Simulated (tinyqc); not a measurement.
Worked calculation: core-shell quantum dot (spherical envelope functions). Values are carried at full precision from step to step, so a last printed digit may differ when a step is redone from the rounded ones.

Parabolic bands; strain and other valleys are left out. s states, u = r psi, hard wall at R + H, c = hbar^2/2m0, energies from the band edges of the core. Core: u = sin(k1 r)/k1, k1 = sqrt(m1 E/c). At R, psi and psi'/m are continuous, so u is continuous and its slope in the shell is s = u/R + (m2/m1)(u' - u/R). Shell: u(R + x) = u(R) cos(k2 x) + s sin(k2 x)/k2, k2 = sqrt(m2 (E - V)/c); for negative arguments the functions turn into sinh and cosh. A level has u(R + H) = 0.

Constants: hbar^2/2m0 = 3.80998211 eV angstrom^2; e^2/(4 pi eps0) = 14.39964547 eV angstrom; hc = 1239.841984 eV nm.

Parameters, chosen for this exercise (near those of a GaAs/AlGaAs core-shell dot; shifted at random, so the results belong to these values and not to a real crystal): R = 39 angstrom (core radius); H = 23 angstrom (shell thickness); Vc = 0.269 eV (conduction edge of the shell above that of the core); me1 = 0.064 m0 (electron, core); me2 = 0.091 m0 (electron, shell); E = 0.138 eV (trial energy of the electron); Vv = 0.133 eV (hole barrier of the shell); mh1 = 0.409 m0 (hole, core); mh2 = 0.442 m0 (hole, shell); Eg = 1.407 eV (gap of the core); eps = 12.1 (dielectric constant).

## Shooting at a trial energy

Carry the electron solution outwards.

k1^2 = 0.0023181 1/angstrom^2
k2^2 = -0.0031289 1/angstrom^2
u(R) = 19.799 angstrom
s = -0.6438
u(R + H) = 19.330 angstrom

u(R + H) is positive: no node yet, so the lowest level lies above the trial energy.

## Ground states

Find the lowest root for electron and hole, and the share of u^2 inside the core.

Levels:
```
carrier   E (eV)  share in the core
electron  0.1772              0.831
hole      0.0397              0.942
```

The core holds 25 % of the volume. Both carriers sit mainly in the core, as the type I line-up favours.

## Overlap and Coulomb integrals

Overlap = (integral of u_e u_h)^2 with normalised u. Coulomb integrals J_ab = (q/eps) double integral of u_a(r)^2 u_b(s)^2/max(r, s), q = e^2/(4 pi eps0), one eps everywhere. Exciton E = Eg + E_e + E_h - J_eh; first-order biexciton shift J_ee + J_hh - 2 J_eh (positive: repulsive).

Integrate numerically.

overlap = 0.949

J_eh, J_ee, J_hh (meV): 39.9  37.1  43.5

## Exciton and biexciton

Give E, the wavelength hc/E and the biexciton shift.

E = 1.584 eV
wavelength = 783 nm
biexciton shift = 1 meV

At first order the shift is the Coulomb integral of the net charge density with itself and cannot be negative; correlation, left out here, lowers it, and may reverse a shift as small as this.

## Checks

- Level without offset and mass step against c (pi/(R + H))^2/m, eV: both 0.1528.
- J_ee in that case against 1.786 q/(eps (R + H)), meV: both 34.3.

Computed by tinyqc, a small Python program: `OMP_NUM_THREADS=1 python tinyqc.py 1281827 1281828 out.jsonl` (the numbers bound the seed that draws the inputs); one thread of a shared host (Intel(R) Xeon(R) Processor @ 2.30GHz), about 0.05 s for the whole set of steps.
